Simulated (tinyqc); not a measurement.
# Voltage drop against the factor on the load at the hot node

A grid of 25 by 25 nodes with segments Rx (rows) and Ry (columns); every node draws I1 and the central node kh I1; pads with resistance Rp sit at the nodes whose row and column are multiples of the pitch, counting from 0. The drops u = Vdd - V follow from G u = i, with G the conductance matrix and i the load currents, solved directly. Here the pitch is 12.

Parameters, values chosen for the exercise: supply voltage Vdd = 0.65 V; resistance of a horizontal segment Rx = 0.6 ohm; resistance of a vertical segment Ry = 1.7 ohm; resistance from a pad node to the supply Rp = 0.34 ohm; load current of a node in the large grid I1 = 0.23 mA.

Result of one run:
```
pads	worst drop (mV)	mean drop (mV)	largest drop at a pad (mV)	largest pad current (mA)	worst drop over Vdd (%)
9	21.39	18.43	9.585	28.19	3.291
```

Which factor on the load at the hot node kh gave this result: 1, 2, 5, 20 or 100?

kh = 20.

The whole series:
```
kh	pads	worst drop (mV)	mean drop (mV)	largest drop at a pad (mV)	largest pad current (mA)	worst drop over Vdd (%)
1	9	21.07	18.17	8.543	25.13	3.241
2	9	21.09	18.18	8.598	25.29	3.244
5	9	21.14	18.22	8.762	25.77	3.252
10	9	21.22	18.29	9.037	26.58	3.265
20	9	21.39	18.43	9.585	28.19	3.291
50	9	21.91	18.84	11.23	33.03	3.371
100	9	22.78	19.52	13.97	41.09	3.504
```

The worst drop rises from 21.1 to 22.8 mV and the mean drop rises from 18.2 to 19.5 mV. The central node is itself a pad. The drops are linear in the loads, so the mean grows by 0.0137 mV for each unit of kh in every row.

Numbers from tinyqc (`OMP_NUM_THREADS=1 python tinyqc.py 2770110 2770111 out.jsonl`; about 0.3 s on one thread of a shared Intel Xeon 2.30GHz).
